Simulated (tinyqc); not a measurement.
Comparisons within one model: sp3s* tight binding with spin-orbit coupling. A value that a table varies takes the place of the one given here.

sp3s* tight binding, nearest neighbours only: anion (a) at 0, cation (c) at a/4 (1,1,1), orbitals s, px, py, pz, s* on each; k in units of 2 pi/a. With phases e_j = exp(i (pi/2) k.n_j) for n = (1,1,1), (1,-1,-1), (-1,1,-1), (-1,-1,1): g0 = (e1+e2+e3+e4)/4, g1 = (e1+e2-e3-e4)/4, g2 = (e1-e2+e3-e4)/4, g3 = (e1-e2-e3+e4)/4. The diagonal holds the levels Esa, Epa, Exa (s*) and Esc, Epc, Exc. Anion-cation block: <sa|sc> = Vss g0; <sa|xc> = Vsapc g1; <xa|sc> = -Vscpa g1; <xa|xc> = Vxx g0; <xa|yc> = <ya|xc> = Vxy g3, <xa|zc> = <za|xc> = Vxy g2, <ya|zc> = <za|yc> = Vxy g1; <s*a|xc> = Vxapc g1; <xa|s*c> = -Vpaxc g1; y and z take g2 and g3 in place of g1; s-s* and s*-s* vanish.

Spin-orbit coupling acts within the p shell of each atom as (D/3) L.sigma, D = Da or Dc: it puts four states at Ep + D/3 and two at Ep - 2D/3.

Inputs chosen for the exercise (near a published set for GaP, fitted to gaps, whose masses and valley positions are rough; spin-orbit coupling, where it is added without a refit, lifts the valence top and shrinks all gaps by about a third of the splitting; shifted at random, so the results belong to these values and not to a real crystal): Esa = -8.206 eV (s level of the anion); Epa = 1.12 eV (p level of the anion); Esc = -2.21 eV (s level of the cation); Epc = 4.14 eV (p level of the cation); Exa = 8.558 eV (s* level of the anion); Exc = 7.246 eV (s* level of the cation); Vss = -7.55 eV (s-s); Vxx = 2.18 eV (px-px); Vxy = 5.153 eV (px-py); Vsapc = 4.31 eV (s anion, p cation); Vscpa = 6.339 eV (s cation, p anion); Vxapc = 4.649 eV (s* anion, p cation); Vpaxc = 5.113 eV (p anion, s* cation); Da = 0.068 eV (atomic spin-orbit splitting, anion); Dc = 0.179 eV (the same, cation); eta = 2 (scaling exponent); D001 = 0.85 (ratio -ezz/exx).

## What the s* orbital does

The s* couplings Vxapc and Vpaxc are scaled by f; f = 0 is the plain sp3 model. Gaps from the top of the valence band at Gamma; the Delta value is the minimum on (x,0,0), 0.5 <= x <= 1.

Gaps (eV):
```
f      Gamma   Delta       L  x of the minimum
0.00  2.9068  4.8183  3.6964             0.500
0.25  2.9068  4.6943  3.5776             0.500
0.50  2.9068  4.3304  3.2702             1.000
0.75  2.9068  3.3806  2.8629             1.000
0.90  2.9068  2.7836  2.5979             1.000
1.00  2.9068  2.3806  2.4172             1.000
1.10  2.9068  1.9757  2.2338             1.000
```

The gap at Gamma stays, since g1 to g3 vanish there. From f = 0 to 1 the s* levels lower the Delta value by 2.438 eV and L by 1.279 eV. For f = 0 and 0.25 the least value lies at x = 0.5, the end of the range: any valley further out lies above that value until s* has lowered it enough. The lowest of the three is Gamma at f = 0 and the Delta line at f = 1.

## Hydrostatic strain (sp3s* tight binding with spin-orbit coupling, strained)

Strain e moves each bond vector to d = (1 + e) d0 (no internal displacement for the diagonal strains used here) and k is given in fractions of the strained reciprocal cell, so the phases stay. Two-centre values Vss_sigma = Vss/4, Vsp_sigma = sqrt3 V/4 for each s-p and s*-p pair, Vpp_sigma = (Vxx + 2 Vxy)/4, Vpp_pi = (Vxx - Vxy)/4 are scaled by (d0/d)^eta and combined with the new direction cosines; the levels on the diagonal stay.

exx = eyy = ezz = e. Gaps as measured from the top of the valence band; the deformation potentials are (gap(0.01) - gap(-0.01))/0.06.

Gaps (eV):
```
e       Gamma   Delta       L  x of the minimum
-0.03  3.4625  2.3691  2.6605             1.000
-0.02  3.2710  2.3723  2.5774             1.000
-0.01  3.0858  2.3761  2.4963             1.000
0.00   2.9068  2.3806  2.4172             1.000
0.01   2.7336  2.3855  2.3402             1.000
0.02   2.5662  2.3909  2.2652             1.000
0.03   2.4041  2.3967  2.1924             1.000
```

gap deformation potentials (eV): Gamma -5.869, Delta 0.156, L -2.602

Per unit of volume strain the gaps move by -5.87 (Gamma), +0.16 (Delta) and -2.60 eV (L). The lowest valley changes from the Delta line to L between e = 0 and 0.01. These potentials follow from the one exponent eta, which fitted models replace by one for each integral; with it the sizes are rough, the sign for Delta can be wrong (in Si, Ge and the III-V crystals measured values are small and positive), and the pressures at which valleys cross, and which valley takes over, are rough too. A gap of zero, where one is listed, marks an s level that has sunk below the valence top.

## Biaxial strain splits the top of the valence band (sp3s* tight binding, strained)

No spin-orbit coupling; k = 0; exx = eyy = e, ezz = -D001 e. The four bonds keep equal lengths, and the sums over them give Vxx(e) for px and py and Vzz(e) for pz; each level is the lower root of [[Epa, V], [V, Epc]], and the s level the upper root of the s block. The shear potential b follows from E(x,y) - E(z) = 3 b (exx - ezz), taken as the slope between e = -0.005 and 0.005.

Couplings and levels at Gamma (eV):
```
e           ezz  Vxx(e)  Vzz(e)   E(x,y)     E(z)  E(x,y) - E(z) (meV)  upper s level
-0.020   0.0170  2.0823  2.4747   0.0578  -0.2690                326.8         3.0222
-0.010   0.0085  2.1322  2.3256   0.0173  -0.1428                160.1         2.9690
-0.005   0.0043  2.1563  2.2524  -0.0025  -0.0817                 79.2         2.9423
0.005   -0.0043  2.2032  2.1085  -0.0410   0.0365                -77.5         2.8885
0.010   -0.0085  2.2258  2.0380  -0.0597   0.0936               -153.3         2.8615
0.020   -0.0170  2.2697  1.8995  -0.0961   0.2034               -299.5         2.8071
```

b = -2.824 eV

Under tension in the plane (e > 0) the bonds tilt towards the plane, Vxx grows to 2.2258 and Vzz falls to 2.0380 eV at e = 0.01, and the pz state forms the top of the valence band, by 153.3 meV; under compression (e = -0.01) the px, py pair does, by 160.1 meV. The slope gives b = -2.82 eV, a rough value, since on-site strain terms are left out (measured values lie near -2 eV).

## What each parameter does

Gaps from the top of the valence band at Gamma; Delta is the minimum on (x,0,0), 0.5 <= x <= 1. Each row changes one parameter from the base and keeps the others.

Results:
```
case              Ev (eV)  gap Gamma (eV)  gap Delta (eV)  gap L (eV)
base               0.0087          2.9068          2.3806      2.4172
Vscpa = 6.139 eV   0.0087          2.9068          2.3806      2.3629
Exa = 8.358 eV     0.0087          2.9068          2.3141      2.3947
Epc = 4.44 eV      0.0698          2.8456          2.4911      2.4279
Epa = 1.32 eV      0.1648          2.7506          2.2245      2.2731
Vpaxc = 4.813 eV   0.0087          2.9068          2.3806      2.4445
Vss = -7.85 eV     0.0087          3.1863          2.3806      2.4898
```

The largest shifts from the base row, up to three for each result and ties (the steps differ in size, so this ranks the rows, not the parameters). Ev (eV): Epa +0.1561, Epc +0.0611; unchanged at the printed digits by Vscpa, Exa, Vpaxc and Vss. gap Gamma (eV): Vss +0.2796, Epa -0.1561, Epc -0.0611; unchanged at the printed digits by Vscpa, Exa and Vpaxc. gap Delta (eV): Epa -0.1561, Epc +0.1106, Exa -0.0664; unchanged at the printed digits by Vscpa, Vpaxc and Vss. gap L (eV): Epa -0.1441, Vss +0.0726, Vscpa -0.0543. Vscpa, Exa and Vpaxc cannot move Ev or the gap at Gamma, whose blocks do not hold them; s parameters never move Ev, and move the gap only where the lowest empty level at Gamma is s-like.

(tinyqc, `OMP_NUM_THREADS=1 python tinyqc.py 1481058 1481059 out.jsonl`, Intel(R) Xeon(R) Processor @ 2.30GHz, 1 thread, shared host, about 0.1 s.)
